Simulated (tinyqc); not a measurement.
On-chip interconnect, size-dependent resistivity and RC delay: delay against the line length.

A rectangular line between two neighbours and two ground planes. Surface and grain-boundary scattering are added to the bulk resistivity as corrections; capacitances are parallel-plate values without fringing; inductance is ignored.

Metal width x = wd - 2 tl, height y = AR wd - tl; grain boundaries (Mayadas-Shatzkes): al = (lam/(gr x)) Rg/(1 - Rg), g = 1/[1 - 3 al/2 + 3 al^2 - 3 al^3 ln(1 + 1/al)] - 1; surfaces (Fuchs-Sondheimer, thick limit): s = (3/8) lam (1 - ps)(1/x + 1/y); rho = rho0 (1 + g + s); r = rho/(x y); c = eps0 ek (2 wd/hd + 2 Mf AR wd/sp). Elmore delay tE = Rd (c Lw + Cl) + r Lw (c Lw/2 + Cl); t50 is the time at which the far end of a ladder of 30 pi sections (half capacitances at both ends, Cl at the far end, a step applied through Rd) reaches half the step; line share r Lw/(Rd + r Lw); estimate 0.69 Rd (c Lw + Cl) + 0.38 r c Lw^2 + 0.69 r Lw Cl.

Values chosen for this exercise; metal values close to those of copper: bulk resistivity rho0 = 1.67 uohm cm; bulk mean free path lam = 40.9 nm; specular share of surface scattering ps = 0; reflection coefficient of grain boundaries Rg = 0.55; grain size over the metal width gr = 1; drawn line width wd = 15 nm; aspect ratio, height over width AR = 1.9; liner on both walls and the bottom, not conducting tl = 1.7 nm; space to the neighbouring lines sp = 15 nm; dielectric height to the planes above and below hd = 27 nm; relative permittivity of the dielectric ek = 4.2; Miller factor of the neighbours Mf = 1; driver resistance Rd = 8900 ohm; load capacitance Cl = 0.34 fF.

Constants: eps0 = 8.8541878128e-12 F/m. Results are converted to the units shown.

The same in every row: rho (uohm cm) = 14.53; r (ohm/um) = 467.3; c (fF/um) = 0.1826.

Delay against the line length:

| Lw (um) | tE (ps) | t50 (ps) | estimate (ps) | line share of the resistance (%) |
|---|---|---|---|---|
| 1 | 4.853 | 3.374 | 3.352 | 4.989 |
| 3 | 8.763 | 6.142 | 6.073 | 13.61 |
| 7 | 17.61 | 12.50 | 12.30 | 26.88 |
| 20 | 55.78 | 40.60 | 39.69 | 51.22 |
| 50 | 198.9 | 148.1 | 144.7 | 72.42 |
| 100 | 608.2 | 457.5 | 449.5 | 84.00 |
| 400 | 7545 | 5711 | 5684 | 95.46 |
| 1000 | 4.446e4 | 3.368e4 | 3.367e4 | 98.13 |
| 3000 | 3.894e5 | 2.950e5 | 2.956e5 | 99.37 |

What does the table show?

As Lw goes from 1 to 3000, r stays at 467 ohm/um, c stays at 0.183 fF/um and t50 rises from 3.37 to 2.95e5 ps. t50/tE lies between 0.695 and 0.757, and the estimate is within 2.3 % of t50. The delay goes as Lw^(0.55) for the shortest lines and Lw^(1.98) for the longest; the line resistance equals Rd at 19.0 um.

Range of the model: The metal width is under the mean free path, where the thick-limit surface term and the simple sum of corrections lose accuracy.

tinyqc, about 0.01 s, one thread, Intel Xeon 2.30GHz (shared host): `OMP_NUM_THREADS=1 python tinyqc.py 2100061 2100062 out.jsonl`
